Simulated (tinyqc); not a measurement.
Frequency dispersion of an accumulation capacitance by border traps, distributed model: effect of the decay constant of the wave function in the insulator.

Traps spread evenly through the insulator exchange electrons with the semiconductor by tunnelling, with tau(x) = t0 exp(2 ka x) at depth x from the interface. The admittance per area Y seen at depth x obeys dY/dx = -Y^2/(i w eps0 eox) + q Nb ln(1 + i w tau)/tau, with Y(0) = i w Cs and w = 2 pi f; the gate sees Y(tox) = G + i w C. Working variable y = Y/(i w), in uF/cm^2. Cox = eps0 eox/tox.

Cox; trap-free value 1/(1/Cox + 1/Cs); response depth d = ln(1/(w t0))/(2 ka), where w tau = 1; lumped estimate: all traps within d act as C_bt = q Nb d placed at d/2, so C = 1/{1/[1/(1/Cs + d/(2 eps0 eox)) + C_bt] + (tox - d/2)/(eps0 eox)}. C and G from a fine integration; dispersion -d C/d log10 f over C, from f times and over 1.1. For a broad spread of time constants G/w is close to -(pi/2) dC/d ln w.

Parameters, values chosen for the exercise; permittivity close to that of aluminium oxide: relative permittivity of the insulator eox = 8.6; insulator thickness tox = 11 nm; semiconductor capacitance in accumulation Cs = 0.79 uF/cm^2; density of border traps Nb = 8.4e19 cm^-3 eV^-1; time constant of a trap at the interface t0 = 9e-11 s; frequency f = 100 Hz.

Constants: q = 1.602176634e-19 C, eps0 = 8.8541878128e-14 F/cm where lengths are in cm. Results are converted to the units shown.

The same in every row: trap-free C (uF/cm^2) = 0.3689.

Result of one run:

| ka (1/nm) | d (nm) | C (uF/cm^2) | G/w (uF/cm^2) | dispersion (% a decade) | -(pi/2) dC/d ln w (uF/cm^2) | lumped C (uF/cm^2) |
|---|---|---|---|---|---|---|
| 7.4 | 1.128 | 0.5634 | 0.01083 | 2.811 | 0.01080 | 0.5518 |

What becomes of these results when the decay constant of the wave function in the insulator ka is changed from 7.4 to 4.6 1/nm, all else the same?

Result of the changed run:

| ka (1/nm) | d (nm) | C (uF/cm^2) | G/w (uF/cm^2) | dispersion (% a decade) | -(pi/2) dC/d ln w (uF/cm^2) | lumped C (uF/cm^2) |
|---|---|---|---|---|---|---|
| 4.6 | 1.814 | 0.6306 | 0.01437 | 3.330 | 0.01433 | 0.6092 |

The whole series:

| ka (1/nm) | d (nm) | C (uF/cm^2) | G/w (uF/cm^2) | dispersion (% a decade) | -(pi/2) dC/d ln w (uF/cm^2) | lumped C (uF/cm^2) |
|---|---|---|---|---|---|---|
| 2.5 | 3.338 | 0.7671 | 0.02737 | 5.213 | 0.02728 | 0.7047 |
| 3.2 | 2.608 | 0.7006 | 0.01996 | 4.163 | 0.01990 | 0.6617 |
| 3.9 | 2.140 | 0.6596 | 0.01641 | 3.636 | 0.01636 | 0.6319 |
| 4.6 | 1.814 | 0.6306 | 0.01437 | 3.330 | 0.01433 | 0.6092 |
| 5.3 | 1.574 | 0.6085 | 0.01304 | 3.134 | 0.01301 | 0.5909 |
| 6 | 1.391 | 0.5907 | 0.01211 | 2.996 | 0.01207 | 0.5758 |
| 6.7 | 1.245 | 0.5759 | 0.01140 | 2.893 | 0.01137 | 0.5629 |
| 7.4 | 1.128 | 0.5634 | 0.01083 | 2.811 | 0.01080 | 0.5518 |

As ka goes from 2.5 to 7.4, C falls from 0.767 to 0.563 uF/cm^2, the dispersion falls from 5.21 to 2.81 % a decade and G/w falls from 0.0274 to 0.0108 uF/cm^2. The lumped estimate is 8.1 % below C in the first row and 2.1 % below it in the last.

Program tinyqc, `OMP_NUM_THREADS=1 python tinyqc.py 2202118 2202119 out.jsonl`; Intel Xeon 2.30GHz, shared host, one thread, about 0.6 s.
